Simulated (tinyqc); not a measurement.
Singlet against triplet in a field: parabolic quantum dot in a magnetic field (Fock-Darwin).

Two dimensions, V = m w0^2 r^2/2, one valley. hbar wc = 2 muB B/m, W = sqrt(w0^2 + wc^2/4), E(n, l, s) = (2n + |l| + 1) hbar W - l hbar wc/2 + s gs muB B, n = 0, 1, ..., l = 0, +/-1, ..., s = +/-1/2; length lam = sqrt(2c/(m hbar W)), c = hbar^2/2m0.

Two electrons, first order in the Coulomb energy: the singlet (0,0)^2 has 2W + J0 and the lowest triplet (0,0)(0,1) has 3W - wc/2 + J0/2 - Ez, with J0 = sqrt(pi/2) q/(eps lam), q = e^2/(4 pi eps0), Ez = |gs| muB B.

Exact treatment: the centre of mass separates with energy W, and the relative motion obeys [-(2c/m) Laplacian + (2c/m) r^2/(2 lam^2)^2 + q/(eps r)] psi = e_l psi for angular number l, solved in 14 Gaussians r^l exp(-a r^2), a = 1.7^i/(4 lam^2), i = -3 to 10. E(S) = W + e_0, E(T) = W + e_1 - wc/2 - Ez.

Constants: muB = 5.788381798e-05 eV/T; hbar^2/2m0 = 3.80998211 eV angstrom^2; e^2/(4 pi eps0) = 14.39964547 eV angstrom.

Inputs chosen for the exercise (near those of a gate-defined dot in InAs; shifted at random, so the results belong to these values and not to a real crystal):
- m = 0.0308 m0 (mass)
- gs = -7.49 (g factor)
- w0 = 7.4 meV (confinement energy hbar w0)
- eps = 15.3 (dielectric constant)
- Bs = (0, 0.49, 0.98, 1.6, 2.4, 3.5, 5.1) T (fields)

For each field, first order and exact.

Energies (meV):
```
B (T)     J0  W - wc/2     Ez  E(T) - E(S), first order  exact
0      6.451     7.400  0.000                     4.174   5.05
0.49   6.476     6.536  0.212                     3.086   3.97
0.98   6.549     5.784  0.425                     2.085   2.97
1.6    6.702     4.981  0.694                     0.936   1.82
2.4    6.981     4.156  1.041                    -0.375   0.52
3.5    7.462     3.323  1.517                    -1.925  -1.02
5.1    8.252     2.524  2.211                    -3.813  -2.89
```

Exactly, the triplet drops below the singlet between 2.4 and 3.5 T. First order puts the crossing between 1.6 and 2.4 T; with J0/W = 0.87 at zero field it misses the splitting there by 0.88 meV. From the first row to the last the orbital cost falls by 4.88 meV, the Coulomb gain J0/2 (half direct, half exchange) grows by 0.90 meV and the Zeeman gain by 2.21 meV. States of higher angular number, which take over at higher fields, in soft dots already within such a table, are left out.

Run: tinyqc, `OMP_NUM_THREADS=1 python tinyqc.py 1280874 1280875 out.jsonl`; Intel(R) Xeon(R) Processor @ 2.30GHz, one thread, shared host; about 0.04 s of CPU time with all checks.
